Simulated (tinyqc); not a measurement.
Inside a calculation. Model: energy and delay of logic against supply voltage.

Program tinyqc, `OMP_NUM_THREADS=1 python tinyqc.py 2082080 2082081 out.jsonl`; Intel Xeon 2.30GHz, shared host, one thread, about 0.01 s. Printed values are rounded.

One expression serves below and above threshold: I(Vg) = Ik [ln(1 + exp((Vg - VT + dd V)/(al nf Vt)))]^al, with I_on = I(V) and I_off = I(0). Gate delay td = kd C V/I_on, clock period LD td. Per gate and cycle the switching energy is act C V^2 and the leakage energy I_off V LD td. No short-circuit current, no variation. Minima are sought above 0.09 V; below a few Vt gates no longer switch and the model has no meaning.

Parameters, values chosen for the exercise; values of the order met in logic technologies: temperature T = 300 K; threshold voltage at zero drain bias VT = 0.43 V; slope factor nf = 1.11; barrier lowering per volt of supply dd = 0.1; specific current of a gate Ik = 2.1 uA; exponent of the current law al = 1.85; load capacitance of a gate C = 1.4 fF; delay factor kd = 1.2; logic depth LD = 12; activity factor act = 0.05; supply voltage V = 0.95 V.

Constants: q = 1.602176634e-19 C, kB = 1.380649e-23 J/K, Vt = kB T/q. Results are converted to the units shown.

## Currents, delay and energies

I_on, I_off, td, clock frequency 1/(LD td), both energies and their sum.

I_on = 195.168 uA
I_off = 0.0178420 nA
td = 8.17755 ps
clock frequency = 10.1905 GHz
switching energy = 63.1750 aJ
leakage energy = 0.00166330 aJ
energy = 63.1767 aJ

I_on/I_off = 1.09e7; leakage makes up 0.00263 % of the energy.

## Starting value

V = 0.23 V.

V at the start = 0.23 V

## Iteration 1: new V

Minimum-energy supply: E(V) is the energy per gate and cycle; with h = 0.001 V, E' = (E(V + h) - E(V - h))/(2 h), E'' = (E(V - h) - 2 E(V) + E(V + h))/h^2, V(new) = V - E'/E''.

E' = 22.9242 aJ/V
E'' = 367.529 aJ/V^2
V after iteration 1 = 0.167626 V

## Iteration 2: new V

As before.

E' = -14.2585 aJ/V
E'' = 885.759 aJ/V^2
V after iteration 2 = 0.183724 V

## Course of the iteration

Stop when the step is below 1e-9 V, or after 40 iterations.

Course of the iteration:

| iteration | V before the step (V) | step (V) |
|---|---|---|
| 1 | 0.23 | -0.0624 |
| 2 | 0.167626 | 0.0161 |
| 3 | 0.183724 | 1.87e-3 |
| 4 | 0.185589 | 2.46e-5 |
| 5 | 0.185614 | 4.01e-9 |
| 6 | 0.185614 | -3.80e-14 |

Converged in 6 iterations. There leakage makes up 31.2 % of the energy and the clock runs at 0.212 MHz.
